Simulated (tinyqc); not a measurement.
Worked calculation: UHF in the 6-31g basis, for H4, spin multiplicity 3. This run ends on a higher stationary point, not on the lowest solution. Computed by tinyqc, a small Python program that keeps every step (integrals from PySCF). Settings: charge = 0, multiplicity = 3, basis = 6-31g, energy threshold = 1e-08, iteration cap = 70, orthogonalisation = canonical, start = core, DIIS depth = 3, method = UHF. Command: `OMP_NUM_THREADS=1 python tinyqc.py 30177 30178 out.jsonl` (the two numbers bound the seeds that draw the settings). One thread of a shared host (Intel(R) Xeon(R) Processor @ 2.60GHz), about 0.1 s of CPU time with the checks.

Geometry (angstrom):
```
atom       x       y       z
H     0.0000  0.0000  0.0000
H     0.0000  0.0000  1.5540
H     0.0000  1.4140  0.0000
H     0.0000  1.4140  1.5540
```

Stop when the energy changes by less than 1e-08 hartree and every element of the error matrix X^T (F D S - S D F) X (for each spin) is below 3e-05.

Course of the cycle:
```
iteration  E (hartree)     change  largest element of the error matrix
1            -1.919923          -                             1.72e-01
2            -1.977373  -5.75e-02                             2.75e-02
3            -1.979149  -1.78e-03                             3.35e-03
4            -1.979176  -2.79e-05                             4.01e-05
5            -1.979176  -2.74e-09                             6.27e-06
```

Can the last value be used, and what does the course show?

No, though the log alone does not show it. Converged in 5 iterations. But the solution lies 0.00057 hartree above the reference: it is another stationary point, not the lowest one. Reruns (cap 100 unless said): DIIS 8: converged in 5 to a higher stationary point; damping 0.5: converged in 24 to a higher stationary point; level shift 0.5: converged in 12 to a higher stationary point; atomic densities as start, DIIS 8: converged in 6 to a higher stationary point. PySCF UHF in the same basis, after a stability check = -1.979751 hartree.
